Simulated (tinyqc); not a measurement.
# Ballistic Schottky-barrier transistor with a one-dimensional channel, WKB contacts: several studies

Source Fermi level 0, drain Fermi level -Vd. Far from the contacts Ec = pn - psi, and the gate moves psi one to one; the band edges relax as exp(-x/lam) from pn at the source and pn - Vd at the drain; Ev = Ec - Eg. A carrier of energy w inside the channel band meets at a contact a barrier of height D (the contact edge beyond the channel edge): T = 1 for w >= D, else exp(-S), S = 4 lam sqrt(m/C) [sqrt(D - w) - sqrt(w) arctan sqrt((D - w)/w)], C = hbar^2/(2 m0). The two contacts combine as Ts Td/(Ts + Td - Ts Td).

Inputs (values chosen for the exercise); channel values close to those of a carbon nanotube:
- T = 300 K (temperature)
- Eg = 0.564 eV (band gap)
- pn = 0.21 eV (barrier for electrons at both contacts)
- mn = 0.061 m0 (electron mass)
- mp = 0.058 m0 (hole mass)
- g = 2 (valleys or subbands)
- lam = 3.7 nm (screening length at the contacts)
- Vd = 0.05 V (drain bias)

Constants: q = 1.602176634e-19 C, kB = 1.380649e-23 J/K, hbar = 1.054571817e-34 J s, h = 6.62607015e-34 J s, m0 = 9.1093837015e-31 kg, Vt = kB T/q, hbar^2/(2 m0) = 0.0380998212 eV nm^2. Results are converted to the units shown.

Each table varies one quantity; the others keep the values above.

## Ambipolar transfer curve

I = g (2 q^2/h) int T(w) [f(Es + w) - f(Ed + w)] dw, f(y) = 1/(1 + exp(y/Vt)). Electrons: Ds = psi, Dd = psi - Vd, Es = Ec, Ed = Ec + Vd. Holes: Ds = -psi, Dd = Vd - psi, Es = -Ev, Ed = -Ev - Vd. The size of each current is taken; both flow from drain to source and add. The integrals are converged. Swing = d(psi)/d(log10 I).

Ambipolar transfer curve:

| ps (V) | electrons (uA) | holes (uA) | I (uA) | swing (mV/decade) |
|---|---|---|---|---|
| -0.34 | 1.974e-9 | 0.01868 | 0.01868 | -117.4 |
| -0.27 | 2.960e-8 | 0.004007 | 0.004007 | -98.34 |
| -0.21 | 3.015e-7 | 9.869e-4 | 9.872e-4 | -100.3 |
| -0.15 | 3.070e-6 | 2.594e-4 | 2.624e-4 | -110.7 |
| -0.08 | 4.604e-5 | 6.120e-5 | 1.072e-4 | 437.7 |
| -0.02 | 4.689e-4 | 1.864e-5 | 4.875e-4 | 63.21 |
| 0.04 | 0.002603 | 5.129e-6 | 0.002609 | 110.9 |
| 0.11 | 0.01049 | 3.802e-7 | 0.01049 | 119.2 |
| 0.17 | 0.03367 | 3.733e-8 | 0.03367 | 118.1 |
| 0.23 | 0.1031 | 3.665e-9 | 0.1031 | 134.6 |
| 0.3 | 0.2790 | 2.444e-10 | 0.2790 | 202.7 |
| 0.36 | 0.4913 | 2.400e-11 | 0.4913 | 296.0 |

What does the table show?

I goes from 0.0187 through a minimum of 1.07e-4 (at ps = -0.08 V among the rows listed) to 0.491 uA; the exact minimum lies at psi = -0.0864 V. Holes carry the left branch and electrons the right. The ratio of the last row to the smallest is 4580 and of the first row 174, with barriers of 0.21 eV for electrons and 0.354 eV for holes. The steepest swing among the rows is 63.2 mV/decade, against the thermionic limit 59.5.

## Effect of the drain bias on the off state

Same model as above.

For each Vd, psi is set to the minimum of I.

Effect of the drain bias on the off state:

| Vd (V) | psi at the minimum (V) | smallest I (uA) |
|---|---|---|
| 0.05 | -0.086 | 1.05e-4 |
| 0.13 | -0.054 | 4.03e-4 |
| 0.2 | -0.027 | 0.00112 |
| 0.28 | 0.016 | 0.00351 |
| 0.36 | 0.061 | 0.00869 |
| 0.43 | 0.099 | 0.0190 |
| 0.51 | 0.138 | 0.0459 |

The smallest current rises from 1.05e-4 to 0.0459 uA, 4.80 decades a volt between the last two rows, and the minimum moves by 0.49 V a volt over the table: a larger Vd lets holes enter from the drain while electrons still enter from the source.

## Barrier height from the temperature dependence

Same model as above.

The apparent barrier is -d ln(I_e/T^1)/d(q/kB T), taken between T - 10 K and T + 10 K for the electron current.

Barrier height from the temperature dependence:

| ps (V) | electrons (uA) | Ec (eV) | apparent barrier (eV) |
|---|---|---|---|
| -0.25 | 6.42e-8 | 0.460 | 0.452 |
| -0.18 | 9.62e-7 | 0.390 | 0.382 |
| -0.11 | 1.44e-5 | 0.320 | 0.312 |
| -0.04 | 2.16e-4 | 0.250 | 0.242 |
| 0 | 0.00102 | 0.210 | 0.202 |
| 0.1 | 0.00865 | 0.110 | 0.135 |
| 0.17 | 0.0337 | 0.040 | 0.083 |
| 0.24 | 0.122 | -0.030 | 0.031 |
| 0.31 | 0.311 | -0.100 | 0.002 |
| 0.38 | 0.569 | -0.170 | -0.010 |
| 0.45 | 0.852 | -0.240 | -0.016 |

For psi < 0 the channel edge is the highest point, and the apparent barrier follows Ec one to one (0.452 eV against 0.460). At flat band it is 0.202 eV (psi = 0 V), near pn = 0.21 eV. Beyond, the top stays at pn but tunnelling lowers the apparent value to -0.0155 eV in the last row, so only the point where the line bends gives the true barrier.

Range of the model: No scattering, image-force lowering, channel charge or band-to-band tunnelling; parabolic kappa overstates S deep in the gap.

tinyqc, about 0.08 s, one thread, Intel Xeon 2.30GHz (shared host): `OMP_NUM_THREADS=1 python tinyqc.py 2390104 2390105 out.jsonl`
